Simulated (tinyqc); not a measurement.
Comparisons within one model: interface roughness in a thin film (subband fluctuation and scattering). A value that a table varies takes the place of the one given here.

Square well of width t, barriers V0, c = hbar^2/2m0: E1 solves k t + 2 atan[(k/mz)/(kappa/mb)] = pi, k = sqrt(mz E/c), kappa = sqrt(mb (V0 - E)/c). One interface is rough, so the subband edge fluctuates by G dt with G = |dE1/dt| (central difference of 0.01 angstrom; 2 E1/t for hard walls).

Gaussian roughness spectrum S(q) = pi D^2 Lc^2 exp(-q^2 Lc^2/4). Degenerate gas, taken to fill one subband (the second starts to fill once c kF^2/md exceeds E2 - E1, which is not tested here): kF = sqrt(2 pi Ns/gv), q = 2 kF sin(theta/2), 1/tau = (md/(2 pi c hbar)) G^2 times the integral from 0 to pi of S(q)(1 - cos theta)/eps(q)^2 dtheta, eps(q) = 1 + qs/q with screening (qs = gv md q0/(c eps), q0 = e^2/(4 pi eps0), form factors left out, which overstates the screening; other scattering is left out too, so these values lie far above measured mobilities in all but the thinnest films) or 1 without; mobility = tau c2/md with c2 = e/m0 = 1.75882e15 cm^2/(V s^2); 1e12/cm^2 = 1e-4/angstrom^2.

Constants: hbar^2/2m0 = 3.80998211 eV angstrom^2; hbar = 6.58211957e-16 eV s; e^2/(4 pi eps0) = 14.39964547 eV angstrom.

Values chosen for the exercise (near those of a thin InGaAs channel; not measured data): mz = 0.045 m0 (confinement mass); V0 = 2.07 eV (barrier); mb = 0.26 m0 (barrier mass); md = 0.046 m0 (mass in the plane); gv = 1 (valleys); D = 3.4 angstrom (rms height of the roughness); Lc = 34 angstrom (correlation length); Ns = 1.9 x 1e12/cm^2 (sheet density); eps = 11.3 (mean dielectric constant at the channel); ts = (32, 41, 49, 58, 72, 93, 122) angstrom (thicknesses); t = 58 angstrom (film thickness); Ll = (5, 10, 16, 25, 40, 65, 100) angstrom (correlation lengths).

## The sixth-power law

Screened mobility against thickness for the finite barrier and for hard walls.

Results:

| t (angstrom) | E1 (meV) | G (meV/angstrom) | mobility (cm^2/(V s)) | the same, hard walls |
|---|---|---|---|---|
| 32 | 240.9 | 9.087 | 5.38e+03 | 171 |
| 41 | 176.9 | 5.543 | 1.45e+04 | 756 |
| 49 | 140.0 | 3.832 | 3.03e+04 | 2.20e+03 |
| 58 | 111.2 | 2.674 | 6.22e+04 | 6.06e+03 |
| 72 | 81.6 | 1.659 | 1.62e+05 | 2.22e+04 |
| 93 | 55.5 | 0.921 | 5.24e+05 | 1.03e+05 |
| 122 | 36.2 | 0.480 | 1.93e+06 | 5.25e+05 |

What can be read from the table?

With hard walls G goes as 1/t^3 and the mobility as t^6. With the finite barrier the local exponent is 3.99 at the thin end and 4.80 at the thick end, since the envelope leaks out and softens the dependence. The least value is 5.38e+03 cm^2/(V s). The gate field, which also presses carriers to the interface, is left out.

## Correlation length

Fixed D; bare and screened mobility.

Results:

| Lc (angstrom) | kF Lc | bare mobility (cm^2/(V s)) | screened mobility (cm^2/(V s)) |
|---|---|---|---|
| 5 | 0.17 | 6.57e+05 | 1.06e+06 |
| 10 | 0.35 | 1.76e+05 | 2.85e+05 |
| 16 | 0.55 | 7.87e+04 | 1.28e+05 |
| 25 | 0.86 | 4.41e+04 | 7.32e+04 |
| 40 | 1.38 | 3.69e+04 | 6.42e+04 |
| 65 | 2.25 | 6.08e+04 | 1.28e+05 |
| 100 | 3.46 | 1.09e+05 | 3.19e+05 |

How do the results move?

The bare mobility is lowest at Lc = 40 angstrom of those listed (kF Lc = 1.38). The screened mobility is lowest at Lc = 40 angstrom of those listed (kF Lc = 1.38). Short roughness averages out (mobility as 1/Lc^2; the first two rows give exponent -1.90), and long roughness deflects only by small angles (bare mobility rising as Lc; the last two rows give 1.36).

## What each parameter does

G, G D, and the screened mobility. Each row changes one parameter from the base and keeps the others.

Results:

| case | G (meV/angstrom) | G D (meV) | mobility (cm^2/(V s)) |
|---|---|---|---|
| base | 2.674 | 9.09 | 6.221e+04 |
| t = 54 angstrom | 3.118 | 10.60 | 4.573e+04 |
| D = 4.42 angstrom | 2.674 | 11.82 | 3.681e+04 |
| Lc = 42 angstrom | 2.674 | 9.09 | 6.612e+04 |
| Ns = 3.04 x 1e12/cm^2 | 2.674 | 9.09 | 9.719e+04 |
| mz = 0.052 m0 | 2.588 | 8.80 | 6.641e+04 |
| md = 0.053 m0 | 2.674 | 9.09 | 5.011e+04 |
| V0 = 1.45 eV | 2.291 | 7.79 | 8.469e+04 |
| eps = 13.6 | 2.674 | 9.09 | 5.756e+04 |

What can be read from the table?

The largest shifts from the base row, up to three for each result and ties (the steps differ in size, so this ranks the rows, not the parameters). G (meV/angstrom): t +0.445, V0 -0.382, mz -0.086; unchanged at the printed digits by D, Lc, Ns, md and eps. G D (meV): D +2.73, t +1.51, V0 -1.30; unchanged at the printed digits by Lc, Ns, md and eps. mobility (cm^2/(V s)): Ns +3.50e+04, D -2.54e+04, V0 +2.25e+04. In the base case G D is 0.092 times EF - E1 = 98.9 meV.

tinyqc: `OMP_NUM_THREADS=1 python tinyqc.py 1281065 1281066 out.jsonl`; about 0.01 s, one thread, shared Intel(R) Xeon(R) Processor @ 2.30GHz.
